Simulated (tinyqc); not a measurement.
Band bending at a free surface with a continuum of surface states, surface photovoltage and Kelvin probe: one step of the calculation.

n-type bulk, xi = Ec - EF = Vt ln(Nc/Nd), p0 = ni^2/Nd, ni = sqrt(Nc Nv) exp(-Eg/(2 Vt)), Eg in volts. b is the upward band bending, u = b/Vt. Space charge per area, in units of q: Qc = sign(b) sqrt((2 eps0 eps_r Vt/q) [(Nd + dn)(exp(-u) - 1) + Nd u + (p0 + dn)(exp(u) - 1)]), with dn the excess density under light (flat quasi-Fermi levels; 0 in the dark). The states hold -Ds (E0 - xi - b): negative while the Fermi level lies above the neutrality level. Neutrality: Qc + Qf + (charge of the states) = 0.

Question. Band bending in the dark. Newton step: b(new) = b - (Qc + Qf - Ds (E0 - xi - b))/(dQc/db + Ds), dQc/db = (eps0 eps_r/q) [Nd (1 - exp(-u)) + p0 exp(u)]/Qc.

Parameters, values chosen for the exercise; band and dielectric values close to those of silicon:
- T = 300 K (temperature)
- Eg = 1.11 eV (band gap)
- eps_r = 11.8 (relative permittivity)
- Nc = 2.76e19 cm^-3 (conduction-band density of states at T)
- Nv = 2.66e19 cm^-3 (valence-band density of states at T)
- Nd = 7.3e17 cm^-3 (donor density)
- Qf = 0 cm^-2 (fixed positive charge at the surface)
- Ds = 5.1e12 cm^-2 eV^-1 (density of surface states)
- E0 = 0.54 eV (depth of their neutrality level below the conduction edge)

Constants: q = 1.602176634e-19 C, kB = 1.380649e-23 J/K, Vt = kB T/q, eps0 = 8.8541878128e-14 F/cm where lengths are in cm. Results are converted to the units shown.

b at the start = 0.36 V

Give: b after iteration 1.

Answer.

b after iteration 1 = 0.1869 V

tinyqc, about 0.01 s, one thread, Intel Xeon 2.30GHz (shared host): `OMP_NUM_THREADS=1 python tinyqc.py 2430010 2430011 out.jsonl`
